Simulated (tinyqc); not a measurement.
Scale length and length offset from two DIBL values.

Question. DIBL = exp(-Le/(2 l)) + 2 exp(-Le/l) with Le = L - dL. Find l, dL and the drawn length for a DIBL of 100 mV/V.

DIBL at drawn lengths 66 and 110 nm (mV/V): [102.08401, 16.521386]

Answer. With e = exp(-Le/(2 l)), 2 e^2 + e = DIBL gives e and so Le/l at each length; Le/l is a straight line in L with slope 1/l.

l = 13.0 nm
dL = 2.50 nm
length for 100 mV/V = 66.5 nm

Computed by the program tinyqc: `OMP_NUM_THREADS=1 python tinyqc.py 2002069 2002070 out.jsonl`, one thread of a shared Intel Xeon 2.30GHz, about 0.01 s for the whole run.
